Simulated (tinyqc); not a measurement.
Raising D: domain walls in a thin film with perpendicular anisotropy: Bloch, Neel and chiral walls, motion and stripe domains. Computed by tinyqc, a small Python program. Command: `OMP_NUM_THREADS=1 python tinyqc.py 3013712 3013713 out.jsonl mwall walk`. One thread of a shared host (Intel(R) Xeon(R) Processor @ 2.30GHz), about 0.01 s of CPU time with the checks.

One-dimensional wall: polar angle theta(x), azimuth phi of the moment in the wall (phi = 0 Neel, 90 degrees Bloch). mu_0 = 1.25663706212e-6 T m/A, gamma = 1.76085963023e11 rad/(s T).

Inputs (values chosen for the exercise, for a model film):

| quantity | value | unit |
|---|---|---|
| saturation magnetisation M_s | 536 | kA/m |
| exchange stiffness A | 20 | pJ/m |
| uniaxial anisotropy K_u | 518 | kJ/m^3 |
| DMI constant D | 0.1 | mJ/m^2 |
| thickness t | 2.7 | nm |

Method. K_eff = K_u - mu_0 M_s^2/2; Delta = sqrt(A/K_eff); sigma_0 = 4 sqrt(A K_eff); profile theta = 2 arctan exp(x/Delta); quality factor Q = 2 K_u/(mu_0 M_s^2). sigma(phi) = sigma_0 + 2 Delta K_D cos^2(phi) - pi D cos(phi), with the wall shape anisotropy K_D = N_x mu_0 M_s^2/2, N_x = t ln 2/(pi Delta). The minimum has cos(phi) = D/D_N for D < D_N = 4 Delta K_D/pi and phi = 0 beyond; sigma turns negative at D_c = (sigma_0 + 2 Delta K_D)/pi.

D_N = 0.136917 mJ/m^2

D_c = 3.37637 mJ/m^2

width parameter Delta = 7.69816 nm

sigma_0 = 10.3921 mJ/m^2

Wall against D; the last column is the Kaplan-Gehring width, log10[0.955 t exp(pi sigma/(mu_0 M_s^2 t))/nm], with a dash where it falls below 10 Delta and the formula fails:

| D (mJ/m^2) | phi (degrees) | sigma (mJ/m^2) | sigma/sigma_0 | log10 domain width |
|---|---|---|---|---|
| 0.027 | 78.627 | 10.384 | 0.99920 | 14.945 |
| 0.068 | 60.221 | 10.339 | 0.99490 | 14.883 |
| 0.110 | 36.544 | 10.253 | 0.98664 | 14.763 |
| 0.680 | 0.000 | 8.471 | 0.81513 | 12.268 |
| 1.400 | 0.000 | 6.209 | 0.59747 | 9.102 |
| 2.000 | 0.000 | 4.324 | 0.41608 | 6.464 |
| 2.700 | 0.000 | 2.125 | 0.20447 | 3.386 |
| 3.000 | 0.000 | 1.182 | 0.11378 | 2.066 |

What follows from these numbers?

D_N is 4 % of D_c, so a small D fixes the chirality long before it lowers the energy much. Beyond D_N sigma falls by pi per unit of D, and the domain width, which has sigma in an exponent, drops by 12.9 decades over the valid rows (values above 6 mean a single domain in any device).

Extremes, crossings and ranges named in words are read from the listed rows.
